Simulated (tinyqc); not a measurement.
# MOSFET in the linear regime without short-channel effects, parameter extraction from computed curves: effects of single changes

Inversion charge Q = Cox n Vt W0(exp((Vg - VT)/(n Vt))), W0 the Lambert function and n = nf; u = Q/Cox; mobility mu = mu0/(1 + th1 u + th2 u^2); channel resistance Rch = (L - dL)/(W mu Q); Id = Vd/(Rch + Rsd/W). Cox = eps0 eox/tox. Small Vd, no channel-length or drain effects.

Values chosen for this exercise; channel values of the order met in silicon transistors:
```
symbol  value        unit                                                                 meaning
T         300           K                                                             temperature
eox         9              relative permittivity of the gate insulator (close to aluminium oxide)
tox       2.5          nm                                                     insulator thickness
mu0       190  cm^2/(V s)                                                      low-field mobility
th1      0.72         1/V                                       first mobility attenuation factor
th2         0       1/V^2                                      second mobility attenuation factor
VT       0.42           V                                                       threshold voltage
nf       1.39                                                                         body factor
W          10          um                                                              gate width
L         0.2          um                                                       drawn gate length
dL      0.019          um                                             drawn less effective length
Rsd       210      ohm um                                            source plus drain resistance
Vd       0.05           V                                                           drain voltage
```

Constants: q = 1.602176634e-19 C, kB = 1.380649e-23 J/K, Vt = kB T/q, eps0 = 8.8541878128e-14 F/cm where lengths are in cm. Results are converted to the units shown.

Each table varies one quantity; the others keep the values above.

## Extraction methods against the first mobility attenuation factor

From the continuous curve Id(Vg): tangent at peak gm (V_ext = Vg - Id/gm); constant current Id = 0.1 uA W/L; peak of d2Id/dVg2; Y = Id/sqrt(gm) drawn through Vg = VT + 0.6 and VT + 0.8 V, with intercept VT_Y and slope s. Mobilities gm,max L/(W Cox Vd) and s^2 L/(W Cox Vd) with the drawn L. Last column: share of Rsd/W in the total resistance at VT + 0.8 V.

Extraction methods against the first mobility attenuation factor:
columns A: th1 (1/V); B: V_ext (V); C: constant current (V); D: second derivative (V); E: VT_Y (V); F: mobility from gm (cm^2/(V s)); G: mobility from Y (cm^2/(V s)); H: series share (%)
```
A        B      C      D      E    F    G     H
0    0.416  0.334  0.407  0.466  139  187  32.8
0.2  0.411  0.334  0.406  0.466  132  187  30.0
0.4  0.407  0.334  0.405  0.466  126  187  27.6
0.6  0.403  0.334  0.404  0.466  121  187  25.6
0.8  0.400  0.334  0.403  0.466  117  187  23.9
1    0.398  0.334  0.402  0.466  113  187  22.3
1.2  0.396  0.334  0.401  0.466  109  187  21.0
```

The model has VT = 0.42 V and mu0 = 190 cm^2/(V s). Over the table the extracted thresholds move by 20 mV (tangent), under 0.5 mV (constant current), 7.0 mV (second derivative), under 0.5 mV (Y function). The mobility from gm falls from 139 to 109 and that from Y stays near 187 cm^2/(V s).

## Extraction methods against the second mobility attenuation factor

Same model as above.

Extraction methods against the second mobility attenuation factor:
columns A: th2 (1/V^2); B: V_ext (V); C: constant current (V); D: second derivative (V); E: VT_Y (V); F: mobility from gm (cm^2/(V s)); G: mobility from Y (cm^2/(V s)); H: series share (%)
```
A         B      C      D      E    F    G     H
0     0.402  0.334  0.404  0.466  118  187  24.5
0.06  0.401  0.334  0.403  0.480  118  200  24.2
0.12  0.401  0.334  0.403  0.494  118  214  23.8
0.18  0.401  0.334  0.403  0.508  118  230  23.5
0.24  0.401  0.334  0.403  0.523  118  247  23.2
0.3   0.401  0.334  0.403  0.537  117  266  22.9
0.36  0.400  0.334  0.403  0.551  117  287  22.6
```

What does the comparison show?

The model has VT = 0.42 V and mu0 = 190 cm^2/(V s). Over the table the extracted thresholds move by 1.1 mV (tangent), under 0.5 mV (constant current), 0.50 mV (second derivative), 85 mV (Y function). The mobility from gm falls from 118 to 117 and that from Y rises from 187 to 287 cm^2/(V s).

Computed by the program tinyqc: `OMP_NUM_THREADS=1 python tinyqc.py 2210008 2210009 out.jsonl`, one thread of a shared Intel Xeon 2.30GHz, about 0.01 s for the whole run.
